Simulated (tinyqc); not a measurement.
Worked calculation: Luttinger-Kohn k.p, four valence bands. One step of it, computed by the program tinyqc.

Task: Levels at k. Diagonalise the Hermitian matrix.

H(k) at k (eV), order 3/2, 1/2, -1/2, -3/2:
$$\begin{pmatrix}
0.154037 & 0.053669+0.028413i & -0.039147-0.074311i & 0.000000 \\
0.053669-0.028413i & 0.091992 & 0.000000 & -0.039147-0.074311i \\
-0.039147+0.074311i & 0.000000 & 0.091992 & -0.053669-0.028413i \\
0.000000 & -0.039147+0.074311i & -0.053669+0.028413i & 0.154037
\end{pmatrix}$$

Give: eigenvalues.

Result:

eigenvalues (eV): [0.0148, 0.0148, 0.2312, 0.2312]
